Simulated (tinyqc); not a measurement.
From results back to parameters: eight-band Kane k.p model. Four cases, with inputs chosen for the exercise.

Problem. In the Kane model 1/m = A_r + Ep (Eg + 2 Dso/3)/(Eg (Eg + Dso)) and the Roth formula gives g* = 2 - 2 Ep Dso/(3 Eg (Eg + Dso)). The mass and the g factor below were computed from hidden Ep and Dso.

Find: X; Y; Ep; Dso.

Method. Let X = 1/m - A_r and Y = (2 - g*)/2. Then X + Y = Ep/Eg and X - 2 Y = Ep/(Eg + Dso).

Case 1.

Values chosen (out of a larger set: near those of InP; not measured data): Eg = 1.417 eV (gap at Gamma to the s-like level); A_r = 1 (remote-band term in 1/m).

m = 0.0652088 m0
g* = 1.31293

Solution.

X = 14.335
Y = 0.344
Ep = 20.80 eV
Dso = 0.107 eV

Case 2.

Values chosen (out of a larger set: near those of AlAs; not measured data): Eg = 3.28 eV (gap at Gamma to the s-like level); A_r = 0 (remote-band term in 1/m).

m = 0.1648636 m0
g* = 1.69221

Solution.

X = 6.066
Y = 0.154
Ep = 20.40 eV
Dso = 0.263 eV

Case 3.

Values chosen (out of a larger set: near those of GaAs; not measured data): Eg = 1.539 eV (gap at Gamma to the s-like level); A_r = 0 (remote-band term in 1/m).

m = 0.0611585 m0
g* = -0.12590

Solution.

X = 16.351
Y = 1.063
Ep = 26.80 eV
Dso = 0.345 eV

Case 4.

Values chosen (out of a larger set: near those of InP; not measured data): Eg = 1.437 eV (gap at Gamma to the s-like level); A_r = 1 (remote-band term in 1/m).

m = 0.0666605 m0
g* = 1.33194

Solution.

X = 14.001
Y = 0.334
Ep = 20.60 eV
Dso = 0.108 eV

Computed by tinyqc, one run a case: `OMP_NUM_THREADS=1 python tinyqc.py N N+1 out.jsonl` with N = 1051331, 1051334, 1051338, 1051341; one thread of a shared Intel(R) Xeon(R) Processor @ 2.30GHz, about 0.01 s a run at most.
